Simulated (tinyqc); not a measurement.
Thin-film transistor with exponential tail and deep states, accumulation layer: one step of the calculation.

An undoped film in accumulation, thicker than the space-charge layer. With band bending psi the Fermi level lies E0 - psi below the band edge. Free electrons n = n0 exp(psi/Vt) carry the current; electrons in two exponential distributions of traps, a = a0 exp(psi/Va) and d = d0 exp(psi/Vp), do not. Linear regime, ohmic contacts, traps in equilibrium.

Question. Bulk densities. Va = kB Tt/q, Vp = kB Td/q; n0 = Nc exp(-E0/Vt), a0 = Nt th(T/Tt) exp(-E0/Va), d0 = Nd th(T/Td) exp(-E0/Vp), th(x) = pi x/sin(pi x).

Inputs (values chosen for the exercise); values close to those of amorphous silicon: temperature T = 250 K; density of extended states Nc = 4.1e19 cm^-3; total density of tail states Nt = 9.6e19 cm^-3; characteristic temperature of the tail Tt = 350 K; total density of deep states Nd = 6.5e17 cm^-3; characteristic temperature of the deep states Td = 940 K; bulk Fermi level below the band edge E0 = 0.66 eV.

Constants: q = 1.602176634e-19 C, kB = 1.380649e-23 J/K, Vt = kB T/q. Results are converted to the units shown.

Find: Va; Vp; th(T/Tt); n0; a0; d0.

Answer.

Va = 0.030161 V
Vp = 0.081003 V
th(T/Tt) = 2.8702
n0 = 2.0313e6 cm^-3
a0 = 8.6417e10 cm^-3
d0 = 2.1189e14 cm^-3

Program tinyqc, `OMP_NUM_THREADS=1 python tinyqc.py 2610011 2610012 out.jsonl`; Intel Xeon 2.30GHz, shared host, one thread, about 0.01 s.
